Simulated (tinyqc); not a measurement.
Worked calculation: Stoner model of a band ferromagnet. Values are carried at full precision from step to step, so a last printed digit may differ when a step is redone from the rounded ones.

Density of states per atom and spin: flat with a rise to the top, D(e) = (M/W) [1 - sp + 4 sp (e/W + 1/2)^3]. Levels e -/+ I m/2 for up and down spin, m = n_up - n_down, n_up + n_down = nd. At zero temperature e(N) is the energy below which N states lie, and E(m) = sum over spins of integral e D de - I m^2/4.

Parameters, chosen for this exercise: W = 5.8 eV (band width, e from -W/2 to W/2); M = 5 (states per atom and spin); nd = 9.12 (electrons per atom); sp = 0.61 (shape parameter); I = 0.61 eV (Stoner parameter).

## The paramagnetic state and the Stoner criterion

Find EF from nd/2 states per spin, D(EF) and the product I D(EF); below 1 the susceptibility is enhanced by 1/(1 - I D).

EF = 2.7119 eV
D(EF) = 2.2416 1/eV
I D(EF) = 1.3674

The paramagnet is unstable.

## Energy against moment

Tabulate the splitting that the band needs, e(n_up) - e(n_down), against I m, and E(m) - E(0), at nine moments up to saturation m_max = min(nd, 2M - nd).

Energy curve:
```
m      e(n_up) (eV)  e(n_down) (eV)  difference (eV)  I m (eV)  E - E(0) (meV)
0.000        2.7119          2.7119           0.0000    0.0000             0.0
0.110        2.7363          2.6873           0.0491    0.0671            -0.5
0.220        2.7605          2.6623           0.0982    0.1342            -2.0
0.330        2.7843          2.6371           0.1473    0.2013            -4.5
0.440        2.8080          2.6115           0.1964    0.2684            -7.9
0.550        2.8313          2.5857           0.2456    0.3355           -12.4
0.660        2.8545          2.5595           0.2949    0.4026           -17.8
0.770        2.8773          2.5331           0.3443    0.4697           -24.2
0.880        2.9000          2.5063           0.3937    0.5368           -31.6
```

dE/dm is half of (difference - I m), so E falls wherever I m exceeds the difference.

## The ground state

Take the lowest of E(0), the stationary points e(n_up) - e(n_down) = I m, and saturation.

m = 0.880 muB
exchange splitting I m = 0.537 eV
E - E(0) = -31.6 meV

n_up, n_down: 5.000  4.120

The moment is saturated (a strong ferromagnet): the majority band is full.

## Checks

- States in the band over M against 1: both 1.000000.

(tinyqc, `OMP_NUM_THREADS=1 python tinyqc.py 1682343 1682344 out.jsonl`, Intel(R) Xeon(R) Processor @ 2.30GHz, 1 thread, shared host, about 0.3 s.)
